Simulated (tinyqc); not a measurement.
# Pillar capacitor in an array: capacitance, non-linearity, leakage and relaxation, step by step

tinyqc, about 0.01 s, one thread, Intel Xeon 2.30GHz (shared host): `OMP_NUM_THREADS=1 python tinyqc.py 2102044 2102045 out.jsonl` Printed values are rounded.

A film between two metal electrodes, each interface adding a series capacitance ci. The small-signal permittivity is ek (1 + aq E^2); the field is found with the linear permittivity. Leakage J = J0 sinh(E/Ef). After a voltage step the film passes a relaxation current kr C V tt^(-nr), tt being the time in seconds. The sidewall is a coaxial capacitor with radii a = dm/2 and b = dm/2 + t, depth AR dm; the end face is left out.

Inputs (values chosen for the exercise); permittivity of the order of that of silicon nitride:
```
symbol    value       unit                                                             meaning
ek         6.62                                              relative permittivity of the film
t            26         nm                                                      film thickness
ci         1000    uF/cm^2  capacitance of each electrode interface (dead layer and screening)
aq       0.0023  cm^2/MV^2                     quadratic field coefficient of the permittivity
V           1.3          V                                                                bias
J0      8.5e-11     A/cm^2                                                   leakage prefactor
Ef         0.48      MV/cm                             field for an e-fold rise of the leakage
dm          310         nm                                              diameter of the pillar
AR           30                                              aspect ratio, depth over diameter
pt          510         nm                                           pitch of the square array
rho        1400    uohm cm                                  resistivity of the inner electrode
```

Constants: eps0 = 8.8541878128e-14 F/cm where lengths are in cm. Results are converted to the units shown.

## Planar capacitance, field and non-linearity

Planar film: Cf = eps0 ek/t, 1/C = 1/Cf + 2/ci, EOT = 3.9 eps0/C, effective permittivity C t/eps0, E = (V/t) C/Cf; quadratic coefficient [C(V)/C - 1]/V^2 with Cf (1 + aq E^2) in C(V).

Cf = 0.225441 uF/cm^2
C = 0.225340 uF/cm^2
EOT = 15.3241 nm
effective permittivity = 6.61702
E = 0.499775 MV/cm
quadratic coefficient = 339.777 ppm/V^2
J = 1.05382e-10 A/cm^2

The interfaces take 0.0451 % of the voltage.

## Cell capacitance, fields and time constant

Per length 1/c = ln(b/a)/(2 pi eps0 ek) + (1/a + 1/b)/(2 pi ci); cell capacitance c AR dm; per footprint over pt^2; fields c V/(2 pi eps0 ek r) at r = a and b; resistance of the inner electrode rho AR dm/(pi a^2); time constant R C/3 of the distributed line.

a = 155 nm
b = 181 nm
cell capacitance = 22.0770 fF
capacitance per footprint = 8.48788 uF/cm^2
field at a = 0.540607 MV/cm
field at b = 0.462951 MV/cm
R = 1.72503 kohm
R C/3 = 12.6945 ps

The array gives 37.7 times the planar capacitance per footprint; curvature makes the field at the inner electrode 1.08 times the planar value.
